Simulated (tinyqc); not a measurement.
Born-Mayer model of an ionic crystal AB: one step, computed by the program tinyqc. Command: `OMP_NUM_THREADS=1 python tinyqc.py 3015348 3015349 out.jsonl bornmayer walk`. One thread of a shared host (Intel(R) Xeon(R) Processor @ 2.30GHz), about 0.01 s of CPU time with the checks.

Energies are per ion pair and r is the nearest distance of unlike ions.

Task: Terms of the lattice energy. Madelung constant M, unlike neighbours z1, like neighbours z2 at f r, volume per pair: rock salt 1.747565, 6, 12, sqrt2, 2 r^3; caesium chloride 1.762675, 8, 6, 2/sqrt3, 8 r^3/(3 sqrt3); zinc blende 1.638055, 4, 12, sqrt(8/3), 16 r^3/(3 sqrt3). U(r) = -M z^2 e^2/(4 pi eps_0 r) + z1 lambda exp(-r/rho) + z2 [lambda2 exp(-f r/rho) - C/(f r)^6] (one mean like-ion term for both sublattices).

Inputs (values chosen for the exercise, for a model salt):

| quantity | value | unit |
|---|---|---|
| ionic charge z | 2 | - |
| unlike repulsion lambda | 2270 | eV |
| range rho | 0.335 | angstrom |
| like repulsion lambda2 | 383 | eV |
| dispersion C between like ions | 58 | eV angstrom^6 |

Structure: rock salt. Short range: with like-ion terms.

equilibrium distance r0 = 2.658621 angstrom

Constants: e^2/(4 pi eps_0) = 14.39964548 eV angstrom.

Give: terms; lattice energy U.

Result:

terms (eV): Coulomb -37.86, unlike repulsion 4.87, like repulsion 0.06, dispersion -0.25

lattice energy U = -33.18 eV per pair

The short-range terms together cancel 12.4 % of the Coulomb energy.
